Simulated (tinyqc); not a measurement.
What moves the coefficients: Boltzmann transport in a parabolic band with a power-law relaxation time.

F_j(eta) = (1/Gamma(j + 1)) integral_0^infinity x^j dx/(1 + exp(x - eta)), which tends to exp(eta) for eta << 0.

n = N F_1/2(eta) with N = 2 (m kB T/(4 pi c))^(3/2) with c = hbar^2/2m0, in 1/angstrom^3; times 1e24 for 1/cm^3, m = md.

tau = tau0 x^r with x = E/kT. With K_j = Gamma(j + 1) F_j(eta): <tau> = tau0 (r + 3/2) K_(r+1/2)/((3/2) K_(1/2)); mu = <tau>/(mc m0/e), m0/e = 5.685630e-12 kg/C; Hall factor rH = (3/2) K_(1/2) (2r + 3/2) K_(2r+1/2)/((r + 3/2) K_(r+1/2))^2; Seebeck S = -(kB/e) [(r + 5/2) K_(r+3/2)/((r + 3/2) K_(r+1/2)) - eta]; Lorenz number L = (kB/e)^2 [(r + 7/2) K_(r+5/2)/((r + 3/2) K_(r+1/2)) - ((r + 5/2) K_(r+3/2)/((r + 3/2) K_(r+1/2)))^2]; kB/e in V/K. Valley anisotropy is left out of rH.

Constants: hbar^2/2m0 = 3.80998211 eV angstrom^2; kB = 8.617333262e-05 eV/K.

Inputs chosen for the exercise (masses near those of SiC; tau0 is set for a mobility of the usual size at this n, kL is a free input; freeze-out and phonon drag, which matter near 77 K, are left out; the results hold for these values, not for the real material):
- md = 0.808 m0 (density-of-states mass)
- mc = 0.3854 m0 (conductivity mass)
- tau0 = 110 fs (tau at E = kT)
- r = -0.5 (exponent of tau)
- T = 300 K
- kL = 2.8 W/(m K) (lattice thermal conductivity)
- n = 1.2e+17 1/cm^3 (electron density)

sigma = e n mu with e = 1.602176634e-19 C; ZT = S^2 sigma T/(kL + L sigma T).

Results for these values:
```
case,mu (cm^2/(V s)),sigma (S/cm),S (microvolt/K),ZT
base,377.3,7.253,-605.3,0.0284
```

What happens to each result for kL = 1.4 W/(m K), all else kept?

Answer: mu does not change at the printed digits; sigma does not change at the printed digits; S does not change at the printed digits; ZT rises from 0.0284 to 0.0568.

The same for each parameter in turn:
```
case,mu (cm^2/(V s)),sigma (S/cm),S (microvolt/K),ZT
base,377.3,7.253,-605.3,0.0284
md = 1.05 m0,377.4,7.256,-639.1,0.0317
mc = 0.501 m0,290.2,5.580,-605.3,0.0219
n = 2.4e+17 1/cm^3,376.9,14.49,-545.6,0.0461
tau0 = 165 fs,565.9,10.88,-605.3,0.0426
kL = 1.4 W/(m K),377.3,7.253,-605.3,0.0568
T = 350 K,377.3,7.255,-625.2,0.0354
```

The row for T keeps tau0 fixed; for phonon scattering tau0 itself falls as T rises.

Program tinyqc; command `OMP_NUM_THREADS=1 python tinyqc.py 1682384 1682385 out.jsonl`; about 0.01 s on one thread of a shared Intel(R) Xeon(R) Processor @ 2.30GHz.
